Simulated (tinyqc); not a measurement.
Grain growth, pinning, strength and diffusional creep of a polycrystal or thin film: one step, computed by the program tinyqc. Command: `OMP_NUM_THREADS=1 python tinyqc.py 3021255 3021256 out.jsonl grain walk`. One thread of a shared host (Intel(R) Xeon(R) Processor @ 2.30GHz), about 0.01 s of CPU time with the checks.

One mean grain size d describes the structure.

Task: Mobility and the sizes at which growth stops. M = M0 exp(-Q_m/(k_B T)). The driving pressure is 2 gamma/d. Zener pinning pressure 3 f gamma/(2 r) stops growth at d_Z = 4 r/(3 f). Grooves where boundaries meet the surface have the angle theta = arcsin(gamma/(2 gamma_s)) and are taken to stop growth at d_h = h/(2 theta), a few film thicknesses; the limit is 1/d_lim = 1/d_Z + 1/d_h.

Inputs (values chosen for the exercise, for a model solid):
```
quantity                                    value       unit
boundary energy gamma                        0.47      J/m^2
mobility prefactor M0                     8.2e-06  m^4/(J s)
activation energy of boundary motion Q_m     2.38         eV
anneal temperature T                          877          K
particle volume fraction f                  0.006          -
particle radius r                             3.9         nm
film thickness h                              110         nm
surface energy gamma_s                          2      J/m^2
```

Sample: thin film on a substrate.

Constants: k_B = 8.617333262e-05 eV/K.

Give: mobility M; Zener size d_Z; groove angle theta; groove limit d_h; limit d_lim.

Result:

mobility M = 1.7254e-19 m^4/(J s)

Zener size d_Z = 866.67 nm

groove angle theta = 0.11777 rad

groove limit d_h = 467.00 nm

limit d_lim = 303.48 nm

The grooves set the tighter limit.
